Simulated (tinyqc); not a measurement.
Landau levels of massless Dirac electrons, step by step. Values are carried at full precision from step to step, so a last printed digit may differ when a step is redone from the rounded ones.

In a field B along z: l = 1/sqrt((e/hbar) B) is the magnetic length, n_B = B/(h/e) the number of states per area in one level, hbar wc = 2 muB B/m for mass m in m0; 1/angstrom^2 = 1e16/cm^2.

Constants: e/hbar = 1.519267448e-05 1/(T angstrom^2); h/e = 413566.7697 T angstrom^2; muB = 5.788381798e-05 eV/T; e^2/h = 3.874045865e-05 S.

Inputs chosen for the exercise (out of a larger set: near those of graphene; not measured data):
```
symbol  value  unit         meaning
B       1.7    T            magnetic field
n       6      x 1e11/cm^2  electron sheet density
hv      6.68   eV angstrom  hbar v
```

## Scales set by the field

Give l, n_B and the filling factor nu = n/n_B.

l = 196.77 angstrom
n_B = 0.4111 x 1e11/cm^2
nu = 14.596

## The lowest levels

E_N = sqrt(2N) hv/l for N = 0, 1, 2, ... and the mirror levels below zero; each is fourfold (spin, valley), Zeeman splitting left out; half of level 0 belongs to the electrons.

List the eight lowest, in meV, with the gap to the next.

Levels:
```
label  E (meV)  gap above (meV)
0        0.000           48.010
1       48.010           19.886
2       67.897           15.259
3       83.156           12.864
4       96.020           11.334
5      107.354           10.246
6      117.600            9.423
7      127.023            8.770
```

The largest of these gaps, 48.01 meV, first occurs above level 0 and is kB T at 557 K.

## Where EF lies

Level 0 takes 2 n_B electrons and each higher level 4 n_B. At zero temperature and without broadening EF sits in the partly filled level.

Fill the listed levels in order up to nu; give the partly filled level, its energy and its filled share.

level: 4

EF = 96.020 meV
filled share = 0.149

## Fields of the Hall plateaus

A plateau is centred where nu = n/n_B equals 2, 6, 10, 14, 18, 22; there rho_xy = h/(nu e^2).

Plateaus:
```
nu   B (T)  1/B (1/T)  rho_xy (kohm)
2   12.407     0.0806        12.9064
6    4.136     0.2418         4.3021
10   2.481     0.4030         2.5813
14   1.772     0.5642         1.8438
18   1.379     0.7254         1.4340
22   1.128     0.8866         1.1733
```

## Checks

- Level 3 from the Dirac matrix in 40 oscillator states against the formula, meV: both 83.156.

Program tinyqc; command `OMP_NUM_THREADS=1 python tinyqc.py 1280487 1280488 out.jsonl`; about 0.01 s on one thread of a shared Intel(R) Xeon(R) Processor @ 2.30GHz.
